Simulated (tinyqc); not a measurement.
Polytypes and stacking faults of a tetrahedral semiconductor in an axial Ising model with couplings up to third neighbours: one step, computed by the program tinyqc.

Each double layer has s = +1 or -1 for the sense of its stacking step; E per pair of atoms = E0 - sum_n J_n <s_i s_(i+n)>, n = 1, 2, 3. Hexagonality h = (1 - <s_i s_(i+1)>)/2.

Question. Back from three energies to J1, J2, J3. With d2, d4, d6 the energies of 2H, 4H, 6H over 3C: d2 = 2 J1 + 2 J3, d4 = J1 + 2 J2 + J3, d6 = (2/3) J1 + (4/3) J2 + 2 J3, so J2 = (d4 - d2/2)/2, J3 = (3/4)(d6 - (2/3) d4), J1 = d2/2 - J3.

E(2H) - E(3C) = 21.22 meV/pair

E(6H) - E(3C) = 6.106667 meV/pair

E(4H) - E(3C) = 9.94 meV/pair

Give: J1 recovered; J2 recovered; J3 recovered.

Answer.

J1 recovered = 11 meV/pair

J2 recovered = -0.335 meV/pair

J3 recovered = -0.3900 meV/pair
